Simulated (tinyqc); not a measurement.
Long-channel MOSFET, surface-potential model: effect of the acceptor density of the body.

n-channel transistor on a uniformly doped p-type body, gradual-channel approximation, constant mobility, Boltzmann statistics, full ionisation. Potentials are counted from the neutral body; V is the electron quasi-Fermi potential, Vsb at the source and Vsb + Vds at the drain. Charges are magnitudes per area.

ni = sqrt(Nc Nv) exp(-Eg/(2 Vt)), Eg in volts; phiF = Vt ln(Na/ni); Cox = eps0 eox/tox; gamma = sqrt(2 q eps0 eps_r Na)/Cox. The surface potential psi at channel potential V solves Vgs + Vsb - Vfb - psi = gamma sqrt(G), G = psi - Vt + Vt exp((psi - 2 phiF - V)/Vt). Charge sheet: Qi = Cox gamma [sqrt(G) - sqrt(psi - Vt)]; I = mu (W/L) [integral of Qi dpsi from psi_0 to psi_L (drift) + Vt (Qi0 - QiL) (diffusion)], with psi_0 at V = Vsb and psi_L at V = Vsb + Vds. VT = Vfb + 2 phiF + gamma sqrt(2 phiF + Vsb), m = 1 + gamma/(2 sqrt(2 phiF + Vsb)). The swing is 20 mV/log10[I(VT - 0.14 V)/I(VT - 0.16 V)] of the charge-sheet current at the given Vds.

Inputs (values chosen for the exercise); material values close to those of silicon:
```
symbol    value        unit                                      meaning
T           300           K                                  temperature
Eg         1.12          eV                                     band gap
eps_r      11.5               relative permittivity of the semiconductor
Nc      2.85e19       cm^-3       conduction-band density of states at T
Nv      2.64e19       cm^-3          valence-band density of states at T
eox         7.6              relative permittivity of the gate insulator
tox         5.7          nm                          insulator thickness
Vfb       -0.91           V                            flat-band voltage
mu          360  cm^2/(V s)                             channel mobility
W            20          um                                   gate width
L             1          um                                  gate length
Vsb           1           V                     source-body reverse bias
Vgs        0.18           V                          gate-source voltage
Vds         0.2           V                         drain-source voltage
```

Constants: q = 1.602176634e-19 C, kB = 1.380649e-23 J/K, Vt = kB T/q, eps0 = 8.8541878128e-14 F/cm where lengths are in cm. Results are converted to the units shown.

Results:
```
Na (cm^-3)	gamma (V^0.5)	VT (V)	m	swing (mV/decade)	I at Vgs, Vds (uA)
3e14	0.008380	-0.3703	1.003	60.32	294.6
5.5e14	0.01135	-0.3351	1.005	60.38	269.0
1.9e15	0.02109	-0.2583	1.008	60.59	211.4
3.5e15	0.02862	-0.2168	1.011	60.76	179.3
6.5e15	0.03901	-0.1709	1.015	60.99	143.1
1.2e16	0.05300	-0.1204	1.020	61.31	103.7
```

Estimate the missing row, Na = 1e15 cm^-3.

Computed row:
```
Na (cm^-3)	gamma (V^0.5)	VT (V)	m	swing (mV/decade)	I at Vgs, Vds (uA)
1e15	0.01530	-0.2991	1.006	60.46	242.3
```

With this row back in the table: As Na goes from 3e14 to 1.2e16 cm^-3, VT rises from -0.370 to -0.120 V, the swing rises from 60.3 to 61.3 mV a decade and the current falls from 295 to 104 uA. The swing is 0.99 % above m Vt ln 10 in the first row and 0.96 % above it in the last. For Na = 3e14 to 3.5e15 cm^-3 the surface electron density at the source passes 0.3 Nc, where degeneracy and quantisation, left out here, matter.

tinyqc, about 0.05 s, one thread, Intel Xeon 2.30GHz (shared host): `OMP_NUM_THREADS=1 python tinyqc.py 2360103 2360104 out.jsonl`
